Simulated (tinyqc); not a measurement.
Inside a calculation. Method: Hubbard chain of 5 sites. Computed by tinyqc, a small Python program that keeps every step. Settings: hopping = 1.29, U = 1.9, mixing = 0.5, iteration cap = 83. Command: `OMP_NUM_THREADS=1 python tinyqc.py 31505 31506 out.jsonl` (the two numbers bound the seeds that draw the settings). One thread of a shared host (Intel(R) Xeon(R) Processor @ 2.60GHz), about 0.2 s of CPU time with the checks. Later iterations appear only in the table of the cycle.

## Mean-field iteration 1

one-body matrix (hopping and site energies) (eV), lower triangle:
```
,1,2,3,4,5
1,0.000000
2,-1.290000,0.000000
3,0.000000,-1.290000,0.000000
4,0.000000,0.000000,-1.290000,0.000000
5,0.000000,0.000000,0.000000,-1.290000,0.000000
```

U = 1.900000 eV

electrons, up and down: 2  2

mixing = 0.500000

n(up) at the start (a guess, not normalised): 1 0.700000, 2 0.100000, 3 0.700000, 4 0.100000, 5 0.700000

n(down) at the start (a guess): 1 0.100000, 2 0.700000, 3 0.100000, 4 0.700000, 5 0.100000

H(up) = T + U n(down), H(down) = T + U n(up); fill the lowest levels; n(new) = n + mixing (n(out) - n); E = tr T (rho up + rho down) + U sum n_up n_down of the output.

levels, up (eV): -1.545905  -0.650319  0.190000  2.170319  3.065905

levels, down (eV): -1.545905  -0.650319  1.330000  2.170319  3.065905

energy = -5.276459 eV

n(up) after iteration 1: 1 0.577487, 2 0.218581, 3 0.557865, 4 0.218581, 5 0.577487

n(down) after iteration 1: 1 0.155847, 2 0.681419, 3 0.175468, 4 0.681419, 5 0.155847

## Mean-field iteration 2

As before.

levels, up (eV): -1.479050  -0.587852  0.308597  2.178658  3.094648

levels, down (eV): -1.514584  -0.578035  1.084756  2.090563  3.002299

energy = -5.380686 eV

n(up) after iteration 2: 1 0.510814, 2 0.287547, 3 0.478277, 4 0.287547, 5 0.510814

n(down) after iteration 2: 1 0.205909, 2 0.640830, 3 0.231522, 4 0.640830, 5 0.205909

## Convergence

Each step fills the lowest levels of T + U n(other spin) and sets n(new) = n + mixing (n(out) - n); stop when output and input agree to 1e-8.

Course of the cycle:
```
iteration,E (eV),largest |n(out) - n(in)|,mean |n_up - n_down|
1,-5.27645923,2.84e-01,0.260542
2,-5.38068606,1.59e-01,0.194981
3,-5.42914678,9.35e-02,0.145514
4,-5.45465069,6.70e-02,0.108601
5,-5.46856104,5.03e-02,0.081079
6,-5.47623693,3.82e-02,0.060562
7,-5.48049965,2.87e-02,0.045265
8,-5.48287801,2.15e-02,0.033855
9,-5.48420997,1.61e-02,0.025339
10,-5.48495819,1.20e-02,0.018978
11,-5.48537956,8.99e-03,0.014223
...,...,...,...
50,-5.48592778,1.47e-07,2.46e-07
51,-5.48592778,1.11e-07,1.86e-07
52,-5.48592778,8.40e-08,1.40e-07
53,-5.48592778,6.35e-08,1.06e-07
54,-5.48592778,4.80e-08,8.01e-08
55,-5.48592778,3.62e-08,6.05e-08
56,-5.48592778,2.74e-08,4.57e-08
57,-5.48592778,2.07e-08,3.45e-08
58,-5.48592778,1.56e-08,2.61e-08
59,-5.48592778,1.18e-08,1.97e-08
60,-5.48592778,8.91e-09,1.49e-08
```

local moments n_up - n_down: 1 0.000000, 2 0.000000, 3 0.000000, 4 0.000000, 5 0.000000

Converged in 60 iterations. Before convergence this energy mixes input and output and is not variational, so it may rise towards its limit.

## Exact diagonalisation (100 states)

Lowest levels of the sector, and the double occupancy of the lowest state.

lowest levels (eV): -5.731221  -4.810326  -4.349890  -3.951349  -3.637234  -3.517555

double occupancy per site = 0.112982

The mean-field solution above lies 0.2453 eV above the exact energy.

## The lowest level by Lanczos steps

From a random start vector (not printed): a_j = <q_j|H|q_j>, b_j = norm of the remainder after orthogonalising; the Ritz value is the lowest eigenvalue of the tridiagonal matrix of a and b so far.

Lanczos:
```
j,a_j (eV),b_j (eV),lowest Ritz value (eV)
1,-0.437261,3.909094,-0.43726099
2,-0.411196,3.523603,-4.33334427
3,1.095846,3.101919,-5.40088116
4,1.260063,2.991054,-5.65571907
5,2.406081,3.207244,-5.71122659
6,1.992730,3.317415,-5.72470444
7,2.666688,4.230079,-5.72828407
8,2.683126,3.332555,-5.72996907
9,1.183423,3.365255,-5.73062605
10,0.433160,2.746924,-5.73101049
```
